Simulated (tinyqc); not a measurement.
Worked calculation: Hartree-Fock atom on a uniform radial grid, spin-unpolarised, for Li+. Computed by tinyqc, a small Python program that keeps every step. Settings: Z = 3, points = 64, R = 7.1, functional = hf2, mixing = 1.0, iteration cap = 50. Command: `OMP_NUM_THREADS=1 python tinyqc.py 27289 27290 out.jsonl` (the two numbers bound the seeds that draw the settings). One thread of a shared host (Intel(R) Xeon(R) Processor @ 2.60GHz), about 0.01 s of CPU time with the checks. Later iterations appear only in the table of the cycle.

## Iteration 1

Spherical atom on a uniform radial grid r_j = j h with h = R/(N + 1), h sum u^2 = 1 and integrals as h times sums, u(0) = u(R) = 0 (atomic units):
```
parameter           value
Z                       3
points N               64
R                7.100000
h                0.109231
mixing           1.000000
electrons in 1s         2
```

Three-point differences turn -u''/2 + [l(l+1)/2r^2 - Z/r + V] u = e u into a tridiagonal matrix (diagonal 1/h^2 + potential, off-diagonal -1/2h^2). D = sum f u^2; the Hartree potential y/r solves y'' = -D/r with y(0) = 0, y(R) = N_e; for two electrons in one orbital exchange is -V_H/2 (Hartree-Fock); E = sum f e - int D V + int D (V_H/2 + eps_xc); V(new) = V + mixing (V_H + v_xc - V).

eigenvalues (hartree): 1s -4.38528

Every 4th grid point:
```
r           V in     u(1s)         D      V_H      v_xc
0.43692  0.00000   1.22042   2.97883  3.79604  -1.89802
0.87385  0.00000   0.67298   0.90581  2.24255  -1.12128
1.31077  0.00000   0.27833   0.15493  1.52265  -0.76132
1.74769  0.00000   0.10232   0.02094  1.14414  -0.57207
2.18462  0.00000   0.03526   0.00249  0.91548  -0.45774
2.62154  0.00000   0.01167   0.00027  0.76291  -0.38145
3.05846  0.00000   0.00375  2.82e-05  0.65392  -0.32696
3.49538  0.00000   0.00118  2.80e-06  0.57218  -0.28609
3.93231  0.00000   0.00037  2.69e-07  0.50861  -0.25430
4.36923  0.00000   0.00011  2.53e-08  0.45775  -0.22887
4.80615  0.00000  3.41e-05  2.32e-09  0.41613  -0.20807
5.24308  0.00000  1.03e-05  2.10e-10  0.38146  -0.19073
5.68000  0.00000  3.06e-06  1.87e-11  0.35211  -0.17606
6.11692  0.00000  9.06e-07         0  0.32696  -0.16348
6.55385  0.00000  2.56e-07         0  0.30516  -0.15258
6.99077  0.00000  3.62e-08         0  0.28609  -0.14305
```

total energy = -6.9163169 hartree

## Iteration 2

As before.

eigenvalues (hartree): 1s -2.59857

Every 4th grid point:
```
r           V in     u(1s)         D      V_H      v_xc
0.43692  1.89802   1.14698   2.63113  3.51864  -1.75932
0.87385  1.12128   0.76536   1.17155  2.19205  -1.09603
1.31077  0.76132   0.39993   0.31989  1.51498  -0.75749
1.74769  0.57207   0.18935   0.07171  1.14306  -0.57153
2.18462  0.45774   0.08490   0.01442  0.91533  -0.45766
2.62154  0.38145   0.03678   0.00270  0.76289  -0.38144
3.05846  0.32696   0.01555   0.00048  0.65392  -0.32696
3.49538  0.28609   0.00646   0.00008  0.57218  -0.28609
3.93231  0.25430   0.00265  1.40e-05  0.50861  -0.25430
4.36923  0.22887   0.00107  2.31e-06  0.45775  -0.22887
4.80615  0.20807   0.00043  3.73e-07  0.41613  -0.20807
5.24308  0.19073   0.00017  5.94e-08  0.38146  -0.19073
5.68000  0.17606   0.00007  9.33e-09  0.35211  -0.17606
6.11692  0.16348  2.66e-05  1.42e-09  0.32696  -0.16348
6.55385  0.15258  9.60e-06  1.84e-10  0.30516  -0.15258
6.99077  0.14305  1.56e-06         0  0.28609  -0.14305
```

total energy = -7.0287031 hartree

## Convergence

Stop when input and output potentials agree to 1e-7.

Course of the cycle (hartree):
```
iteration           E     e(1s)  largest |V(out) - V(in)|
1          -6.9163169  -4.38528                  2.85e+00
2          -7.0287031  -2.59857                  3.55e-01
3          -7.0320744  -2.72455                  6.38e-02
4          -7.0321818  -2.70114                  1.13e-02
5          -7.0321852  -2.70527                  2.02e-03
6          -7.0321853  -2.70453                  3.60e-04
7          -7.0321853  -2.70466                  6.40e-05
8          -7.0321853  -2.70464                  1.14e-05
9          -7.0321853  -2.70464                  2.03e-06
10         -7.0321853  -2.70464                  3.61e-07
11         -7.0321853  -2.70464                  6.43e-08
```

Converged in 11 iterations. A uniform grid resolves the cusp poorly: for a bare nucleus this grid gives 1s at -4.38528 against -Z^2/2 = -4.5 hartree. Before convergence this energy mixes input and output and is not variational, so it may rise towards its limit.
